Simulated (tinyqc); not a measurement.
One-electron ion in a basis of Gaussians, step by step. One step of it, computed by the program tinyqc.

Problem. Matrices over normalised Gaussians. With p = a_i + a_j and I(k) = Gamma((k+1)/2) / (2 p^((k+1)/2)): S = I(2l+2), T = (2l+3) a_i a_j S / p, V = -Z I(2l+1), each divided by sqrt(S_ii S_jj).

exponents of r^l exp(-a r^2) (1/bohr^2): 1.670000  2.571000  3.958000

Z = 4

l = 0

Give: S; T; V.

Solution.

S, lower triangle:
```
        1       2       3
1  1.0000
2  0.9660  1.0000
3  0.8733  0.9660  1.0000
```

T (hartree), lower triangle:
```
        1       2       3
1  2.5050
2  2.9338  3.8565
3  3.0769  4.5166  5.9370
```

V (hartree), lower triangle:
```
         1         2         3
1  -8.2488
2  -8.9785  -10.2348
3  -9.3508  -11.1403  -12.6990
```
